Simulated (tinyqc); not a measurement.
Empirical pseudopotential in a few plane waves, step by step. One step of it, computed by the program tinyqc.

Problem. Levels at G. Diagonalise the Hermitian matrix.

H(k) at G (eV), lower triangle:
```
           +0+0+0     -1-1-1     -1-1+1     -1+1-1     -1+1+1     +1-1-1     +1-1+1     +1+1-1
+0+0+0   0.000000
-1-1-1   2.328204  13.986442
-1-1+1  -2.328204   0.000000  13.986442
-1+1-1  -2.328204   0.000000   0.122451  13.986442
-1+1+1  -2.328204  -0.122451   0.000000   0.000000  13.986442
+1-1-1  -2.328204   0.000000   0.122451   0.122451   0.000000  13.986442
+1-1+1  -2.328204  -0.122451   0.000000   0.000000   0.122451   0.000000  13.986442
+1+1-1  -2.328204  -0.122451   0.000000   0.000000   0.122451   0.000000   0.122451  13.986442
+1+1+1   2.328204   0.000000  -0.122451  -0.122451   0.000000  -0.122451   0.000000   0.000000
-2+0+0   0.000000  -2.328204  -2.328204  -2.328204   2.328204   0.529137  -0.529137  -0.529137
+0-2+0   0.000000  -2.328204  -2.328204   0.529137  -0.529137  -2.328204   2.328204  -0.529137
+0+0-2   0.000000  -2.328204   0.529137  -2.328204  -0.529137  -2.328204  -0.529137   2.328204
+0+0+2   0.000000  -0.529137   2.328204  -0.529137  -2.328204  -0.529137  -2.328204   0.529137
+0+2+0   0.000000  -0.529137  -0.529137   2.328204  -2.328204  -0.529137   0.529137  -2.328204
+2+0+0   0.000000  -0.529137  -0.529137  -0.529137   0.529137   2.328204  -2.328204  -2.328204

           +1+1+1     -2+0+0     +0-2+0     +0+0-2     +0+0+2     +0+2+0     +2+0+0
+1+1+1  13.986442
-2+0+0  -0.529137  18.648589
+0-2+0  -0.529137   0.122451  18.648589
+0+0-2  -0.529137   0.122451   0.122451  18.648589
+0+0+2  -2.328204  -0.122451  -0.122451   0.000000  18.648589
+0+2+0  -2.328204  -0.122451   0.000000  -0.122451   0.122451  18.648589
+2+0+0  -2.328204   0.000000  -0.122451  -0.122451   0.122451   0.122451  18.648589
```

Give: eigenvalues.

Solution.

eigenvalues (eV): -2.5633  10.0611  10.0611  10.0611  10.0706  13.8640  13.8640  13.8640  16.9171  18.4037  18.4037  22.4515  22.4515  22.4515  23.4216
